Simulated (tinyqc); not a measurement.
Inside a calculation. Method: ROHF in the sto-6g basis, for BeH, spin multiplicity 2. One step of it, computed by the program tinyqc.

Task: Iteration 3: DIIS coefficients. Solve [B -1; -1 0][c; lambda] = [0; -1] for the coefficients, which sum to one.

B (overlaps of the stored error matrices):
```
                1               2
1   2.7440229e-01  -1.5654511e-01
2  -1.5654511e-01   1.1071864e-01
```

Give: DIIS coefficients.

Result:

DIIS coefficients: 0.3828  0.6172
